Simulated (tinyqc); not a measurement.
Interface roughness in a thin film (subband fluctuation and scattering), step by step. Values are carried at full precision from step to step, so a last printed digit may differ when a step is redone from the rounded ones.

Square well of width t, barriers V0, c = hbar^2/2m0: E1 solves k t + 2 atan[(k/mz)/(kappa/mb)] = pi, k = sqrt(mz E/c), kappa = sqrt(mb (V0 - E)/c). One interface is rough, so the subband edge fluctuates by G dt with G = |dE1/dt| (central difference of 0.01 angstrom; 2 E1/t for hard walls).

Constants: hbar^2/2m0 = 3.80998211 eV angstrom^2; e^2/(4 pi eps0) = 14.39964547 eV angstrom; hbar = 6.58211957e-16 eV s.

Inputs chosen for the exercise (near those of a thin Si channel on (100), two-fold valleys; the results hold for these values, not for the real material):
```
symbol  value  unit         meaning
t       24     angstrom     film thickness
mz      0.935  m0           confinement mass
V0      3.09   eV           barrier
mb      0.54   m0           barrier mass
D       1.8    angstrom     rms height of the roughness
md      0.188  m0           mass in the plane
gv      2                   valleys
Lc      32     angstrom     correlation length
Ns      4      x 1e12/cm^2  sheet density
eps     7.9                 mean dielectric constant at the channel
Lg      200    angstrom     gate length
Wg      400    angstrom     gate width
```

## Sensitivity of the level to thickness

Give E1, G, the hard-wall values and the rms fluctuation G D.

E1 = 60.63 meV
G = |dE1/dt| = 4.7037 meV/angstrom

hard walls: E1 (meV) and G (meV/angstrom): 69.821  5.818

G D = 8.47 meV

Hard walls overstate G by a factor 1.24, and the scattering rate, which goes as G^2, by 1.53.

## The angular integrand

Gaussian roughness spectrum S(q) = pi D^2 Lc^2 exp(-q^2 Lc^2/4). Degenerate gas, taken to fill one subband (the second starts to fill once c kF^2/md exceeds E2 - E1, which is not tested here): kF = sqrt(2 pi Ns/gv), q = 2 kF sin(theta/2), 1/tau = (md/(2 pi c hbar)) G^2 times the integral from 0 to pi of S(q)(1 - cos theta)/eps(q)^2 dtheta, eps(q) = 1 + qs/q with screening (qs = gv md q0/(c eps), q0 = e^2/(4 pi eps0), form factors left out, which overstates the screening; other scattering is left out too, so these values lie far above measured mobilities in all but the thinnest films) or 1 without; mobility = tau c2/md with c2 = e/m0 = 1.75882e15 cm^2/(V s^2); 1e12/cm^2 = 1e-4/angstrom^2.

kF, qs, and exp(-q^2 Lc^2/4)(1 - cos theta) without and with the factor 1/eps^2 at theta = 30, 60, ..., 180 degrees.

kF = 0.03545 1/angstrom
qs = 0.1799 1/angstrom

Integrand:
```
theta  q (1/angstrom)   bare  eps(q)  screened
30             0.0183  0.123   10.80   0.00105
60             0.0354  0.362    6.07   0.00982
90             0.0501  0.526    4.59    0.0250
120            0.0614  0.571    3.93    0.0370
150            0.0685  0.562    3.63    0.0427
180            0.0709  0.552    3.54    0.0441
```

kF Lc = 1.13: the spectrum cuts off large angles, and the bare integrand is largest at 120 degrees among these rows.

## Scattering time and mobility

Integrate over theta.

Results:
```
case      integral  tau (fs)  mobility (cm^2/(V s))
bare         1.267     286.8                   2683
screened   0.07206      5044              4.719e+04
```

Screening raises the mobility by a factor 17.6. With it kF l = 390, so by this rate the carriers are far from localisation. Phonons, and the gate field that presses carriers to the wall, limit real channels far below this value.

## Threshold variation

Averaged over an area A = Lg Wg much larger than Lc^2, the thickness varies by D sqrt(pi Lc^2/A), so sigma(Vt) = G D Lc sqrt(pi/A)/e; the Pelgrom coefficient is sigma sqrt(A) (1 micrometre = 1e4 angstrom).

rms of the mean thickness = 0.361 angstrom
sigma(Vt) = 1.698 mV
coefficient = 0.0480 mV micrometre

The electrostatic effect of the thickness is left out.

## Checks

- G from the envelope at the wall, psi(t/2)^2 (E1 + c mz (kappa/mb)^2), against the difference quotient, meV/angstrom: both 4.704.
- Bare integral for Lc -> 0 against pi: both 3.1416.

Run: tinyqc, `OMP_NUM_THREADS=1 python tinyqc.py 1281026 1281027 out.jsonl`; Intel(R) Xeon(R) Processor @ 2.30GHz, one thread, shared host; about 0.01 s of CPU time with all checks.
